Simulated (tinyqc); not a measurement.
Stress in a transistor channel from embedded alloy regions, liners and fins, by half-space elasticity: one step, computed by the program tinyqc. Command: `OMP_NUM_THREADS=1 python tinyqc.py 3014649 3014650 out.jsonl stressor walk`. One thread of a shared host (Intel(R) Xeon(R) Processor @ 2.30GHz), about 0.01 s of CPU time with the checks.

Plane strain in an isotropic half-space, the same constants everywhere; x along the channel from its centre, y downwards from the free surface; stress is positive in tension.

Question. Mobility change, linear estimate. d mu/mu = -(pi_L s_xx + pi_z s_yy) for the embedded regions alone; the stress across the width is left out.

Inputs (values chosen for the exercise, modelled on silicon): longitudinal piezoresistance coefficient = -32.9 1e-11/Pa; vertical piezoresistance coefficient = 53.6 1e-11/Pa.

Stressor: Si(1-x)C(x) source and drain.

s_xx = 157.6241 MPa

s_yy = -7.929878 MPa

Give: mobility change.

Answer.

mobility change = 5.611 %

The vertical stress supplies 0.43 of these points.
